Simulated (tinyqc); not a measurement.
Gas flow in a process chamber: flow regimes, conductance, effective pumping speed, pump-down, outgassing and purge: one step, computed by the program tinyqc. Command: `OMP_NUM_THREADS=1 python tinyqc.py 3121570 3121571 out.jsonl pump walk`. One thread of a shared host (Intel(R) Xeon(R) Processor @ 2.30GHz), about 0.06 s of CPU time with the checks.

Ideal gas, isothermal flow, a pump of constant speed at the end of a round pipe; process gas, volume gas and outgassing are given the same properties. 1 sccm = 101325 Pa x 1e-6 m^3/60 s x T/273.15 K.

Problem. Time to base pressure. From the outgassing limit: t = 1 h x (q_1 A/(S_eff p_target))^(1/n) - 10 s; monolayer time at the target = 1e19 m^-2 x 4 k_B T/(p c) for unit sticking.

Inputs (values chosen for the exercise, modelled on hydrogen near room temperature):
```
quantity                     value            unit
temperature T                  293               K
wall area                      2.7             m^2
outgassing rate after 1 h  3.5e-06  Pa m^3/(s m^2)
outgassing exponent n         0.81               -
target base pressure        0.0001              Pa
```

S_eff in molecular flow = 63.90065 L/s

mean speed c = 1754.186 m/s

Constants: k_B = 1.380649e-23 J/K.

Give: time to the target; monolayer time.

Solution.

time to the target = 1.618 h

monolayer time = 0.9224 s
